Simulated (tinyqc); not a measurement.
Worked calculation: self-consistent Fermi level with native defects, at growth and after a quench. Computed by tinyqc, a small Python program that keeps every step. Command: `OMP_NUM_THREADS=1 python tinyqc.py 3010095 3010096 out.jsonl scfermi walk`. One thread of a shared host (Intel(R) Xeon(R) Processor @ 2.30GHz), about 0.04 s of CPU time with the checks. Intermediate numbers are printed to about 6 digits and carried at full precision; extremes and crossings named in words are read from the listed rows.

Energies are counted from the top of the valence band (VBM); when the gap shrinks with temperature the conduction band moves and the levels stay. The added dopant is taken as fully ionised. D and A draw on one reservoir with opposite signs, as the two vacancies of a compound do.

Inputs (values chosen for the exercise, with bands modelled on ZnSe):
```
quantity                                value   unit
gap E_g at 300 K                          2.7     eV
slope -dE_g/dT above 300 K            0.00064   eV/K
electron mass m_e                       0.153    m_0
valleys M_c                                 1      -
hole mass m_h                           0.777    m_0
E_f of the neutral native donor D       1.551     eV
E_f of the neutral native acceptor A    1.979     eV
shift s of the chemical potential        0.14     eV
site density N_s                      3.9e+22  cm^-3
dopant density N_X                    2.1e+18  cm^-3
growth temperature T_g                   1300      K
temperature of use T                      400      K
```

Added shallow dopant: donor.

levels of D above the VBM, most positive state first (eV): 0.978  1.51

levels of A above the VBM, (0/-1) first (eV): 1.2

Constants: m_0 = 9.1093837015e-31 kg; k_B = 1.380649e-23 J/K; h = 6.62607015e-34 J s; k_B = 8.617333262e-05 eV/K.

## Formation energies at E_F = 0

E_f(D, 0) = input + s and E_f(A, 0) = input - s; E_f(q, E_F = 0) follows from the levels, eps(q/q-1) = E_f(q - 1) - E_f(q) at E_F = 0.

E_f(q, E_F = 0) (eV): D(+2) -0.797, D(+1) 0.181, D(0) 1.691, A(0) 1.839, A(-1) 3.039

## Bands at growth

E_g(T) = E_g - slope x max(0, T - 300 K). N_c = 2 M_c (2 pi m_e k_B T/h^2)^(3/2) and N_v = 2 (2 pi m_h k_B T/h^2)^(3/2), masses in units of m_0. At growth T = T_g.

E_g(T_g) = 2.06 eV

N_c(T_g) = 1.35470e+19 cm^-3

N_v(T_g) = 1.55037e+20 cm^-3

k_B T_g = 0.112025 eV

## Charges across the gap at T_g

n = N_c F_1/2((E_F - E_g)/k_B T), p = N_v F_1/2(-E_F/k_B T). F_1/2(eta) = (2/sqrt(pi)) int_0^infinity sqrt(x)/(1 + exp(x - eta)) dx, by the trapezoid rule in t = sqrt(x) with step 0.02 up to t = 12 (for eta < -12 by exp(eta) - exp(2 eta)/2^(3/2)). In equilibrium c_q = N_s exp(-(E_f(q, 0) + q E_F)/k_B T). Net charge = p - n + sum q c_q + N_X; the log ratio is ln(positive charge/negative charge). Entries near or above N_s lie outside the dilute limit and only show that E_F cannot go there.

Densities (cm^-3):
```
E_F (eV)            n            p  charge on D  charge on A  log ratio
0.103     3.50782e+11  5.46143e+19  1.52526e+25  1.61778e+11    31.0241
0.412     5.53292e+12  3.88480e+18  6.14906e+22  2.55174e+12    22.7523
0.721     8.72710e+13  2.48343e+17  2.58794e+20  4.02488e+13    14.5323
1.030     1.37649e+15  1.57531e+16  1.77790e+18  6.34847e+14     7.5683
1.339     2.16999e+16  9.98767e+14  5.39149e+16  1.00135e+16     4.2188
1.648     3.39449e+17  6.33211e+13  3.18181e+15  1.57944e+17     1.4419
1.957     4.77212e+18  4.01451e+12  2.00774e+14  2.49126e+18    -1.2408
```

## Equilibrium at growth

E_F is the root of the log ratio, by 50 bisections between -0.5 eV and E_g + 0.5 eV.

E_F at growth = 1.81154 eV

n at growth = 1.42078e+18 cm^-3

p at growth = 1.47083e+13 cm^-3

Defects at growth:
```
state  E_f (eV)    c (cm^-3)
D(+2)   2.82607  4.31604e+11
D(+1)   1.99254  7.35355e+14
D(0)    1.69100  1.08512e+16
A(0)    1.83900  2.89546e+15
A(-1)   1.22746  6.79969e+17
```

total D = 1.15869e+16 cm^-3

total A = 6.82865e+17 cm^-3

The largest part of the positive charge comes from the dopant (100 %) and that of the negative charge from electrons (68 %).

## After the quench to T

After a quench the totals of D and A stay as grown, and each is shared among its charge states with weights exp(-(E_f(q, 0) + q E_F)/k_B T).

E_F after the quench = 2.62653 eV

n after the quench = 1.41714e+18 cm^-3

p after the quench = 2.13679e-14 cm^-3

Frozen defects:
```
state    c (cm^-3)  share of its total
D(+2)  1.68148e-19         1.45118e-35
D(+1)  9.91478e+01         8.55685e-15
D(0)   1.15869e+16         1.00000e+00
A(0)   7.25806e-01         1.06288e-18
A(-1)  6.82865e+17         1.00000e+00
```

The material is n-type with 1.42e18 carriers per cm^3. Carriers of the sign that the dopant should give amount to 67 % of its density.

## Slow cooling against a quench

Each E_F by bisection; full equilibrium lets the defects form and vanish at every T.

Two histories (densities in cm^-3):
```
T (K)  E_F, equilibrium (eV)            n            p  all defects  E_F, frozen (eV)    n, frozen    p, frozen
1120                 1.98286  1.41032e+18  1.48205e+11  6.90861e+17           1.98337  1.41742e+18  1.47428e+11
940                  2.15179  1.41715e+18  2.76984e+08  6.82893e+17           2.15179  1.41715e+18  2.76984e+08
760                  2.31782  1.45627e+18  2.95543e+04  6.43731e+17           2.31589  1.41714e+18  3.04395e+04
580                  2.48000  1.55825e+18  1.30385e-02  5.41752e+17           2.47465  1.41714e+18  1.45133e-02
400                  2.63609  1.77292e+18  1.61921e-14  3.27084e+17           2.62653  1.41714e+18  2.13679e-14
```

At 400 K equilibrium would leave 3.27e17 defects per cm^3 against 6.94e17 frozen in, and E_F differs by -0.010 eV. The majority density of the quenched sample is 0.80 times the equilibrium one. Real samples lie between, set by the temperature at which diffusion stops.

Checks made by the program: neutrality at growth (relative difference below 1e-10).
